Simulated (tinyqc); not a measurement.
From results back to parameters: thresholds of impact ionisation and Auger recombination from band masses. Three cases, with inputs chosen for the exercise.

Problem. For parabolic bands the thresholds of impact ionisation are Eg (1 + 2 mu)/(1 + mu) for electrons and Eg (2 + mu)/(1 + mu) for heavy holes, mu = me/mh. Both are given.

Find: Eg; mu.

Method. The sum is 3 Eg; mu = (E_e - Eg)/(2 Eg - E_e).

Case 1.

thresholds for electrons and holes (eV): 0.428610  0.786390

Solution.

Eg = 0.405 eV
mu = 0.0619

Case 2.

thresholds for electrons and holes (eV): 1.582587  2.671413

Solution.

Eg = 1.418 eV
mu = 0.1313

Case 3.

thresholds for electrons and holes (eV): 1.864232  3.076768

Solution.

Eg = 1.647 eV
mu = 0.1519

Computed by tinyqc, one run a case: `OMP_NUM_THREADS=1 python tinyqc.py N N+1 out.jsonl` with N = 1881171, 1881173, 1881184; one thread of a shared Intel(R) Xeon(R) Processor @ 2.30GHz, about 0.01 s a run at most.
